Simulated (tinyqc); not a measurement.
What each parameter does: inversion layer as a triangular well, valleys of the Si type.

Six ellipsoidal valleys with their long axes along the cube axes, mass ml along the axis and mt across it. For a valley whose axis makes the angle theta with the surface normal, 1/m_z = cos^2(theta)/ml + sin^2(theta)/mt sets the confinement; in the plane the masses are m_1 = mt and m_2 = ml mt/m_z, and m_d = sqrt(m_1 m_2).

The field is taken as constant, e F = 4 pi (e^2/4 pi eps0)(Nd + eta Ns)/eps, with 1e12/cm^2 = 1e-4/angstrom^2, and the oxide as a hard wall at z = 0; c = hbar^2/2m0.

Level j of a valley lies at E_j = a_j (c (e F)^2/m_z)^(1/3) above the band edge at the surface, with the Airy zeros a_j = 2.338107, 4.087949, 5.520560, 6.786708, 7.944134, 9.022651, 10.040174, 11.008524, 11.936016, 12.828777, and has <z> = 2 E_j/(3 e F).

Subband i holds n_i = g m_d/(2 pi c) kB T ln(1 + exp((EF - E_i)/kB T)) (spin included), and EF is fixed by sum n_i = Ns over the levels listed or, where none are listed, over j = 0 to 9 of each group; 1e12/cm^2 = 1e-4/angstrom^2.

Constants: hbar^2/2m0 = 3.80998211 eV angstrom^2; e^2/(4 pi eps0) = 14.39964547 eV angstrom; kB = 8.617333262e-05 eV/K.

Inputs chosen for the exercise (near those of Si; the results hold for these values, not for the real material):

| symbol | value | unit | meaning |
|---|---|---|---|
| ml | 0.915 | m0 | longitudinal mass |
| mt | 0.19 | m0 | transverse mass |
| eps | 11.6 |  | dielectric constant |
| Nd | 0.1 | x 1e12/cm^2 | depletion charge |
| eta | 0.5 |  | share of Ns in the effective field |
| face | 100 |  | surface |
| Ns | 1 | x 1e12/cm^2 | electron sheet density |
| T | 300 | K | temperature |

Field, ladders and EF anew.

One parameter was then changed.

Results before and after:

| case | lowest E (eV) | EF (eV) | share of lowest (%) | <z> (angstrom) |
|---|---|---|---|---|
| base | 0.0360 | -0.0340 | 26.5 | 45.60 |
| changed | 0.0360 | -0.0179 | 30.7 | 42.81 |

Which of these changes was made? (a) ml = 1.007 m0; (b) T = 260 K; (c) Nd = 0.2 x 1e12/cm^2; (d) eps = 10.4; (e) Ns = 0.5 x 1e12/cm^2; (f) mt = 0.209 m0.

Answer: (b) T = 260 K. Of the candidates, run in turn, only this one gives the changed row.

All candidates:

| case | lowest E (eV) | EF (eV) | share of lowest (%) | <z> (angstrom) |
|---|---|---|---|---|
| base | 0.0360 | -0.0340 | 26.5 | 45.60 |
| Ns = 0.5 x 1e12/cm^2 | 0.0251 | -0.0732 | 18.1 | 65.36 |
| Nd = 0.2 x 1e12/cm^2 | 0.0399 | -0.0273 | 29.5 | 41.35 |
| T = 260 K | 0.0360 | -0.0179 | 30.7 | 42.81 |
| ml = 1.007 m0 | 0.0349 | -0.0355 | 26.1 | 45.29 |
| mt = 0.209 m0 | 0.0360 | -0.0371 | 25.9 | 45.11 |
| eps = 10.4 | 0.0387 | -0.0293 | 28.6 | 42.54 |

(tinyqc, `OMP_NUM_THREADS=1 python tinyqc.py 1251919 1251920 out.jsonl`, Intel(R) Xeon(R) Processor @ 2.30GHz, 1 thread, shared host, about 0.03 s.)
